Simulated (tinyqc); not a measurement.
Worked calculation: UHF in the 3-21g basis, for H2, spin multiplicity 1. One step of it, computed by the program tinyqc.

Task: Iteration 1: building the Fock matrix. J_ij = sum D_kl (ij|kl) with D = D(alpha) + D(beta), K_ij = sum D_kl (ik|jl) for each spin; F = H + J - K(s); E = tr D H + tr D J / 2 - 0.5 sum_s tr D(s) K(s) + E_nn.

D(alpha) at the start, order 1H 1s, 1H 2s, 2H 1s, 2H 2s:
```
[[0.125047, 0.177182, 0.077992, 0.077485],
 [0.177182, 0.251053, 0.110508, 0.109790],
 [0.077992, 0.110508, 0.048643, 0.048327],
 [0.077485, 0.109790, 0.048327, 0.048014]]
```

D(beta) at the start, order 1H 1s, 1H 2s, 2H 1s, 2H 2s:
```
[[0.048643, 0.048327, 0.077992, 0.110508],
 [0.048327, 0.048014, 0.077485, 0.109790],
 [0.077992, 0.077485, 0.125047, 0.177182],
 [0.110508, 0.109790, 0.177182, 0.251053]]
```

core Hamiltonian H = T + V (hartree), order 1H 1s, 1H 2s, 2H 1s, 2H 2s:
```
[[-0.579826, -0.753115, -0.179720, -0.376998],
 [-0.753115, -0.801816, -0.376998, -0.564640],
 [-0.179720, -0.376998, -0.579826, -0.753115],
 [-0.376998, -0.564640, -0.753115, -0.801816]]
```

Two-electron integrals (ij|kl) in chemists' order, unique and non-zero (hartree):
```
(11|11) 1.140145   (21|11) 0.611403   (21|21) 0.345152   (22|11) 0.626370
(22|21) 0.380329   (22|22) 0.482957   (31|11) 0.052494   (31|21) 0.031473
(31|22) 0.038204   (31|31) 0.005169   (32|11) 0.126550   (32|21) 0.080083
(32|22) 0.111388   (32|31) 0.014727   (32|32) 0.055790   (33|11) 0.407853
(33|21) 0.262414   (33|22) 0.385904   (33|31) 0.052494   (33|32) 0.236023
(33|33) 1.140145   (41|11) 0.236023   (41|21) 0.134600   (41|22) 0.150878
(41|31) 0.014727   (41|32) 0.038193   (41|33) 0.126550   (41|41) 0.055790
(42|11) 0.312762   (42|21) 0.192960   (42|22) 0.255254   (42|31) 0.025372
(42|32) 0.083636   (42|33) 0.312762   (42|41) 0.083636   (42|42) 0.160957
(43|11) 0.262414   (43|21) 0.168181   (43|22) 0.244994   (43|31) 0.031473
(43|32) 0.134600   (43|33) 0.611403   (43|41) 0.080083   (43|42) 0.192960
(43|43) 0.345152   (44|11) 0.385904   (44|21) 0.244994   (44|22) 0.351875
(44|31) 0.038204   (44|32) 0.150878   (44|33) 0.626370   (44|41) 0.111388
(44|42) 0.255254   (44|43) 0.380329   (44|44) 0.482957
```

nuclear repulsion = 0.40831575 hartree

Give: Coulomb J; exchange K(alpha); exchange K(beta); F(alpha); F(beta); total energy of this density.

Result:

Coulomb J (hartree), order 1H 1s, 1H 2s, 2H 1s, 2H 2s:
```
[[1.2558, 0.7456, 0.0933, 0.3149],
 [0.7456, 0.9301, 0.3149, 0.5769],
 [0.0933, 0.3149, 1.2558, 0.7456],
 [0.3149, 0.5769, 0.7456, 0.9301]]
```

exchange K(alpha) (hartree), order 1H 1s, 1H 2s, 2H 1s, 2H 2s:
```
[[0.5315, 0.4497, 0.1757, 0.2831],
 [0.4497, 0.4408, 0.2167, 0.3114],
 [0.1757, 0.2167, 0.2458, 0.2377],
 [0.2831, 0.3114, 0.2377, 0.2822]]
```

exchange K(beta) (hartree), order 1H 1s, 1H 2s, 2H 1s, 2H 2s:
```
[[0.2458, 0.2377, 0.1757, 0.2167],
 [0.2377, 0.2822, 0.2831, 0.3114],
 [0.1757, 0.2831, 0.5315, 0.4497],
 [0.2167, 0.3114, 0.4497, 0.4408]]
```

F(alpha) (hartree), order 1H 1s, 1H 2s, 2H 1s, 2H 2s:
```
[[0.1444, -0.4572, -0.2621, -0.3452],
 [-0.4572, -0.3124, -0.2788, -0.2992],
 [-0.2621, -0.2788, 0.4302, -0.2453],
 [-0.3452, -0.2992, -0.2453, -0.1539]]
```

F(beta) (hartree), order 1H 1s, 1H 2s, 2H 1s, 2H 2s:
```
[[0.4302, -0.2453, -0.2621, -0.2788],
 [-0.2453, -0.1539, -0.3452, -0.2992],
 [-0.2621, -0.3452, 0.1444, -0.4572],
 [-0.2788, -0.2992, -0.4572, -0.3124]]
```

total energy of this density = -1.019896 hartree
